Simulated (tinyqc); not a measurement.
Thermal displacements in the Debye model: Debye-Waller factors, bond-length spread and the Lindemann rule: one step, computed by the program tinyqc.

A Debye spectrum with three branches of one velocity, cut at k_B Theta; 4 atoms per cube, nearest neighbours at d = 0.707107 a.

Problem. Spread of the bond length. Correlated Debye model: sigma^2 = (3 hbar^2/(M k_B Theta)) int_0^1 s coth(s Theta/(2T)) [1 - sin(s q_D R)/(s q_D R)] ds for two atoms at distance R, q_D = (6 pi^2 n)^(1/3), n atoms per volume; uncorrelated motion would give 2 <u_x^2>. An EXAFS amplitude is damped by exp(-2 k^2 sigma^2).

Inputs (values chosen for the exercise, modelled on aluminium): atomic mass M = 26.98 u; Debye temperature Theta = 396 K; lattice constant a = 4.05 angstrom; temperature T = 295 K; photoelectron wave number k = 13 1/angstrom.

Structure: fcc.

<u_x^2> = 0.01064586 angstrom^2

Constants: hbar^2/u = 4.18015928e-03 eV angstrom^2; k_B = 8.617333262e-05 eV/K.

Give: sigma^2 of the nearest bond; correlation 1 - sigma^2/(2 <u_x^2>); EXAFS damping.

Solution.

sigma^2 of the nearest bond = 0.013474 angstrom^2

correlation 1 - sigma^2/(2 <u_x^2>) = 0.36719

EXAFS damping = 0.010524

Neighbours move partly together, which removes 37 % of the uncorrelated spread.
